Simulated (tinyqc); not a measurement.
## CMOS latch-up, two-transistor model: effect of the current gain of the pnp

A parasitic pnp (emitter at Vdd, base shunted by Rw) and npn (emitter at ground, base shunted by Rs) feed each other: the npn collector current flows out of the pnp base node, the pnp collector current into the npn base node. Forward-active transistors with constant gains: Icn = Isn exp(Vn/Vt), Icp = Isp (exp(Vp/Vt) - 1). A current Ii is injected into the npn base node.

Node equations: Vp/Rw + Icp/bp = Icn and Vn/Rs + Icn/bn = Icp + Ii. Loop gain G = gn gp/[(1/Rw + gp/bp)(1/Rs + gn/bn)], gn = Icn/Vt, gp = (Icp + Isp)/Vt; the off state ends where G = 1, and Ii there is the trigger current. On state with both base-emitter voltages at Von: npn base current Ib = (Von/Rs + bp Von/Rw)/(bn bp - 1), holding current Ih = (bn + 1) Ib + Von/Rs, holding voltage Vh = Vsat + Von + R2 (Ib + Von/Rs).

Parameters, values chosen for the exercise; values close to those of bulk CMOS:
```
symbol    value  unit                                            meaning
T           300     K                                        temperature
bn         20.5                                  current gain of the npn
Isn     2.7e-16     A                 saturation current of the npn at T
Isp     2.4e-15     A                 saturation current of the pnp at T
Rs          520   ohm              substrate resistance shunting the npn
Rw         4800   ohm                   well resistance shunting the pnp
R2          400   ohm  resistance from the pnp collector to the npn base
Von        0.75     V               base-emitter voltage in the on state
Vsat       0.06     V                                 saturation voltage
Vdd         2.5     V                                     supply voltage
```

Constants: q = 1.602176634e-19 C, kB = 1.380649e-23 J/K, Vt = kB T/q. Results are converted to the units shown.

Result of one run:

| bp | Vn at trigger (V) | trigger current (mA) | Ih (mA) | Vh (V) |
|---|---|---|---|---|
| 0.062 | 0.78259 | 1.4634 | 116.64 | 3.5301 |

What becomes of these results when the current gain of the pnp bp is changed from 0.062 to 0.59, all else the same?

Result of the changed run:

| bp | Vn at trigger (V) | trigger current (mA) | Ih (mA) | Vh (V) |
|---|---|---|---|---|
| 0.59 | 0.69584 | 1.3364 | 4.4159 | 1.4422 |

The whole series:

| bp | Vn at trigger (V) | trigger current (mA) | Ih (mA) | Vh (V) |
|---|---|---|---|---|
| 0.062 | 0.78259 | 1.4634 | 116.64 | 3.5301 |
| 0.13 | 0.73593 | 1.3815 | 20.329 | 1.7383 |
| 0.28 | 0.71002 | 1.3476 | 8.1829 | 1.5123 |
| 0.59 | 0.69584 | 1.3364 | 4.4159 | 1.4422 |
| 1.3 | 0.69279 | 1.3340 | 2.8215 | 1.4126 |
| 2.7 | 0.69209 | 1.3333 | 2.1797 | 1.4006 |
| 5.7 | 0.69182 | 1.3331 | 1.8753 | 1.3950 |
| 12 | 0.69170 | 1.3329 | 1.7334 | 1.3923 |

As bp goes from 0.062 to 12, the trigger current falls from 1.46 to 1.33 mA, Ih falls from 117 to 1.73 mA and Vh falls from 3.53 to 1.39 V. Vh exceeds the supply Vdd = 2.5 V, which then cannot sustain a latched state, in 1 of the 8 rows. For bp = 0.029 the product of the gains is about one or less, so there is no latched state. For bp = 0.062 the holding current passes 50 mA, where high injection lowers the gains. For bp = 0.062 Vn at the trigger exceeds the fixed Von of the on-state formulas, so Ih and Vh are too low there.

Computed by the program tinyqc: `OMP_NUM_THREADS=1 python tinyqc.py 2670135 2670136 out.jsonl`, one thread of a shared Intel Xeon 2.30GHz, about 0.06 s for the whole run.
